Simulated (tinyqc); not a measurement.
Pressure-driven transition between two phases with analytic equations of state: one step, computed by the program tinyqc.

Each phase obeys E = E0 + (B0 V/B') [(V0/V)^B'/(B' - 1) + 1] - B0 V0/(B' - 1), P = (B0/B') [(V0/V)^B' - 1]; E0 = 0 for phase 1 and Delta E0 for phase 2. H = E + P V.

Task: One Newton step. At the estimate, solve P(V) = P for each phase, form H, and step P(new) = P - (H_2 - H_1)/(V_2 - V_1), since dH/dP = V.

Inputs (values chosen for the exercise, for two model phases): volume V0 of phase 1 = 15 angstrom^3/atom; B0 of phase 1 = 81.6 GPa; B' of phase 1 = 4.94; volume V0 of phase 2 = 13.7 angstrom^3/atom; B0 of phase 2 = 114 GPa; B' of phase 2 = 3.46; energy of phase 2 above phase 1, Delta E0 = 0.079 eV/atom.

Equation of state: Murnaghan.

rigid estimate = 9.736304 GPa

Constants: 1 eV/angstrom^3 = 160.2176634 GPa.

Give: V_1; H_1; V_2; H_2; next pressure.

Result:

V_1 = 13.66 angstrom^3

H_1 = 0.8670 eV

V_2 = 12.71 angstrom^3

H_2 = 0.8799 eV

next pressure = 11.92 GPa
